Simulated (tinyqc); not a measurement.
# Trench capacitor in an array: capacitance, non-linearity, leakage and relaxation: capacitance, non-linearity and leakage against thickness

A film between two metal electrodes, each interface adding a series capacitance ci. The small-signal permittivity is ek (1 + aq E^2); the field is found with the linear permittivity. Leakage J = J0 sinh(E/Ef). After a voltage step the film passes a relaxation current kr C V tt^(-nr), tt being the time in seconds. The sidewall is a coaxial capacitor with radii a = dm/2 - t and b = dm/2, depth AR dm; the end face is left out.

Planar film: Cf = eps0 ek/t, 1/C = 1/Cf + 2/ci, EOT = 3.9 eps0/C, effective permittivity C t/eps0, E = (V/t) C/Cf; quadratic coefficient [C(V)/C - 1]/V^2 with Cf (1 + aq E^2) in C(V).

Parameters, values chosen for the exercise; permittivity of the order of that of aluminium oxide: relative permittivity of the film ek = 8.47; capacitance of each electrode interface (dead layer and screening) ci = 290 uF/cm^2; quadratic field coefficient of the permittivity aq = 0.0039 cm^2/MV^2; bias V = 0.8 V; leakage prefactor J0 = 1.2e-10 A/cm^2; field for an e-fold rise of the leakage Ef = 0.28 MV/cm.

Constants: eps0 = 8.8541878128e-14 F/cm where lengths are in cm. Results are converted to the units shown.

Results:

| t (nm) | C (uF/cm^2) | EOT (nm) | effective permittivity | E (MV/cm) | quadratic coefficient (ppm/V^2) | J (A/cm^2) |
|---|---|---|---|---|---|---|
| 2.5 | 2.939 | 1.175 | 8.298 | 3.135 | 5.864e4 | 4.374e-6 |
| 3.7 | 1.999 | 1.727 | 8.353 | 2.132 | 2.732e4 | 1.218e-7 |
| 5.5 | 1.351 | 2.556 | 8.391 | 1.441 | 1.253e4 | 1.031e-8 |
| 8.2 | 0.9088 | 3.799 | 8.417 | 0.9695 | 5692 | 1.912e-9 |
| 12 | 0.6223 | 5.549 | 8.434 | 0.6638 | 2674 | 6.367e-10 |
| 18 | 0.4154 | 8.312 | 8.446 | 0.4432 | 1193 | 2.798e-10 |
| 27 | 0.2772 | 12.46 | 8.454 | 0.2957 | 531.9 | 1.517e-10 |
| 60 | 0.1249 | 27.65 | 8.463 | 0.1332 | 108.1 | 5.927e-11 |

Estimate the missing row, t = 40 nm.

Computed row:

| t (nm) | C (uF/cm^2) | EOT (nm) | effective permittivity | E (MV/cm) | quadratic coefficient (ppm/V^2) | J (A/cm^2) |
|---|---|---|---|---|---|---|
| 40 | 0.1872 | 18.44 | 8.459 | 0.1997 | 242.8 | 9.305e-11 |

With this row back in the table: C falls from 2.94 to 0.125 uF/cm^2 while the effective permittivity goes from 8.30 to 8.46 (ek = 8.47). EOT is a straight line in t with slope 3.9/ek = 0.460 and intercept 0.0238 nm. The quadratic coefficient goes as t^(-1.95) between the first two rows and t^(-2.00) between the last two (-2 without interfaces), and J falls by 4.87 decades. For t = 2.5, 3.7 direct tunnelling, left out, would add to the leakage.

Program tinyqc, `OMP_NUM_THREADS=1 python tinyqc.py 2102193 2102194 out.jsonl`; Intel Xeon 2.30GHz, shared host, one thread, about 0.01 s.
